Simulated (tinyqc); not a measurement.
Level against strength of the defect: Koster-Slater impurity in an sp3s* host.

sp3s* tight binding, nearest neighbours only: anion (a) at 0, cation (c) at a/4 (1,1,1), orbitals s, px, py, pz, s* on each; k in units of 2 pi/a. With phases e_j = exp(i (pi/2) k.n_j) for n = (1,1,1), (1,-1,-1), (-1,1,-1), (-1,-1,1): g0 = (e1+e2+e3+e4)/4, g1 = (e1+e2-e3-e4)/4, g2 = (e1-e2+e3-e4)/4, g3 = (e1-e2-e3+e4)/4. The diagonal holds the levels Esa, Epa, Exa (s*) and Esc, Epc, Exc. Anion-cation block: <sa|sc> = Vss g0; <sa|xc> = Vsapc g1; <xa|sc> = -Vscpa g1; <xa|xc> = Vxx g0; <xa|yc> = <ya|xc> = Vxy g3, <xa|zc> = <za|xc> = Vxy g2, <ya|zc> = <za|yc> = Vxy g1; <s*a|xc> = Vxapc g1; <xa|s*c> = -Vpaxc g1; y and z take g2 and g3 in place of g1; s-s* and s*-s* vanish.

A defect on an anion site (a) shifts the s level there by Vs or the three p levels by Vp and leaves the rest. A level in the gap solves 1/Vs = G_s(E) (symmetry A1) or 1/Vp = G_p(E) (T2, threefold), with G(E) = (1/N^3) sum over k and bands of w/(E - e), where w is the weight of the state on the s orbital of that site, or the mean weight on its px, py, pz. Mesh: k = f1 (-1,1,1) + f2 (1,-1,1) + f3 (1,1,-1), f = (j + 1/2)/N, j = 0 to N - 1. Energies from the top of the valence band at Gamma; the s* orbital of the site is left as it is. An infinite shift removes the s or p orbitals, the model of the ideal vacancy: G(E) = 0.

Inputs chosen for the exercise (out of a larger set: near a published set for Si; not measured data): p = (-4.17, 1.705, -4.17, 1.705, 6.72, 6.72, -8.33, 1.707, 4.581, 5.766, 5.766, 5.346, 5.346) eV (order Esa, Epa, Esc, Epc, Exa, Exc, Vss, Vxx, Vxy, Vsapc, Vscpa, Vxapc, Vpaxc); N = 6 (mesh).

Eg (smallest gap of the host) = 1.22330 eV

A dash: no level in the gap from 0 to Eg. The last row is the ideal vacancy.

Levels (eV above the valence band):
```
shift (eV)     A1     T2
-40             -  0.686
-20             -  0.826
-12         0.195  0.978
-8          0.569  1.108
-5          0.948  1.217
-3          1.202      -
+3              -      -
+5              -      -
+8              -      -
+12             -  0.064
+20             -  0.223
+40             -  0.372
vacancy         -  0.531
```

How do the results move, and what explains it?

A1: a level lies in the gap for the attractive shifts -3, -5, -8 and -12 eV, and no repulsive one does; G has no zero in the gap, so there is no vacancy level there and a strong enough shift drives the level out through the far edge. T2: a level lies in the gap for the attractive shifts -5, -8, -12, -20 and -40 eV and for the repulsive +12, +20 and +40 eV; both branches tend to the vacancy level, 0.531 eV, which pins them. A level passes the edges where the shift equals 1/G, a value that is sensitive to the mesh there: on this one 1/G(0) = -14.9 and 1/G(Eg) = -2.7 eV for s, 9.7 and -4.8 eV for p.

Run: tinyqc, `OMP_NUM_THREADS=1 python tinyqc.py 1482487 1482488 out.jsonl`; Intel(R) Xeon(R) Processor @ 2.30GHz, one thread, shared host; about 0.03 s of CPU time with all checks.
